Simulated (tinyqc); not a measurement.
# Trap density from two Hall measurements

Question. p-type body, charge-sheet picture, full ionisation (an idealisation for deep acceptors), Boltzmann statistics for free electrons. e = Ec - EF at the surface. psi = Eg - Vt ln(Nv/Na) - e; N_dep = sqrt(2 eps0 eps_r Na (psi - Vt)/q); n_f = sqrt(N_dep^2 + 2 eps0 eps_r Vt Nc exp(-e/Vt)/q) - N_dep; Vg = Vfb + psi + q (N_dep + n_t + n_f)/Cox, Cox = eps0 eox/tox. Find e and n_t at both points and the mean trap density between them.

Inputs (values chosen for the exercise); band and dielectric values close to those of 4H silicon carbide: temperature T = 300 K; band gap Eg = 3.3 eV; relative permittivity eps_r = 9.82; conduction-band density of states at T Nc = 1.71e19 cm^-3; valence-band density of states at T Nv = 2.5e19 cm^-3; relative permittivity of the insulator eox = 3.9; insulator thickness tox = 62 nm; acceptor density Na = 6.8e15 cm^-3; flat-band voltage without trapped charge Vfb = -2.64 V.

Constants: q = 1.602176634e-19 C, kB = 1.380649e-23 J/K, Vt = kB T/q, eps0 = 8.8541878128e-14 F/cm where lengths are in cm. Results are converted to the units shown.

Vg (V): 1.9860254  2.3997187
free sheet density from the Hall effect (cm^-2): 1.3275853e9  1.7890482e10

Answer. Each n_f fixes e; what the gate voltage holds beyond psi, N_dep and n_f is trapped; the difference quotient is the density, smeared over a few Vt.

e (eV): 0.214  0.146
n_t (cm^-2): 1.49e11  2.48e11
mean trap density = 1.44e12 cm^-2 eV^-1

Computed by the program tinyqc: `OMP_NUM_THREADS=1 python tinyqc.py 2222177 2222178 out.jsonl`, one thread of a shared Intel Xeon 2.30GHz, about 0.02 s for the whole run.
